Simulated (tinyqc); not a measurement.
Global model of a low-pressure process discharge: electron temperature, density, ion flux and ion energy: one step, computed by the program tinyqc.

Maxwellian electrons with temperature T_e in eV, one positive ion, no negative ions, uniform bulk density n; rate constants have the Arrhenius form.

Task: Biased electrode. All bias power goes to ions: V_b = P_b/(J pi r^2). Debye length at the sheath edge lambda_D = sqrt(eps_0 T_e/(e h_L n)); Child-law sheath s = (sqrt2/3) lambda_D (2 V/T_e)^(3/4), V = V_b + V_s; ion transit time tau_i = 3 s sqrt(M/(2 e V)); collisions in the sheath s/lambda_i.

Inputs (values chosen for the exercise, of the order of those of an inductive discharge in a simple atomic gas):
```
quantity,value,unit
ion mass M,40,u
gas temperature T_g,300,K
bias power P_b,370,W
radius of the biased electrode,7.5,cm
bias frequency,27,MHz
```

ion current density J = 3.567818 mA/cm^2

T_e = 2.431545 eV

h_L = 0.1729402

plasma density n = 5.316852e+11 1/cm^3

wall potential V_s = 11.37863 V

ion mean free path = 0.2761298 cm

Constants: eps_0 = 8.8541878128e-12 F/m; e = 1.602176634e-19 C; u = 1.6605390666e-27 kg.

Give: bias voltage V_b; lambda_D; sheath width s; ion transit time; transit time over bias period; s/lambda_i.

Result:

bias voltage V_b = 586.8 V

lambda_D = 38.23 micrometre

sheath width s = 1.883 mm

ion transit time = 105.1 ns

transit time over bias period = 2.839

s/lambda_i = 0.6818
